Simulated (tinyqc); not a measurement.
One anharmonic mode: perturbation theory, self-consistent phonons and exact levels: one step, computed by the program tinyqc. Command: `OMP_NUM_THREADS=1 python tinyqc.py 3005608 3005609 out.jsonl scp walk`. One thread of a shared host (Intel(R) Xeon(R) Processor @ 2.30GHz), about 0.03 s of CPU time with the checks.

V(x) = k x^2/2 + b x^4 for one coordinate x of mass M. A constant K > 0 gives hbar Omega = sqrt((hbar^2/u) K/M) with K in eV/angstrom^2 and M in u.

Problem. Self-consistent results. Self-consistent phonon, centred at x = 0: K = k + 12 b <x^2>, <x^2> = (hbar Omega/(2K)) coth(hbar Omega/(2 k_B T)). Its free energy is F = k_B T ln[2 sinh(hbar Omega/(2 k_B T))] + (k - K)<x^2>/2 + 3 b <x^2>^2, an upper bound to the exact one.

Inputs (values chosen for the exercise, for a model mode):

| quantity | value | unit |
|---|---|---|
| mode mass M | 41.2 | u |
| harmonic constant k | 0.354 | eV/angstrom^2 |
| quartic constant b | 1.26 | eV/angstrom^4 |
| temperature T | 11 | K |

Shape: single well.

self-consistent K = 0.4657411 eV/angstrom^2

Constants: hbar^2/u = 4.18015928e-03 eV angstrom^2; k_B = 8.617333262e-05 eV/K.

Give: self-consistent quantum; self-consistent <x^2>; self-consistent free energy.

Solution.

self-consistent quantum = 6.874 meV

self-consistent <x^2> = 0.007390 angstrom^2

self-consistent free energy = 3.230 meV
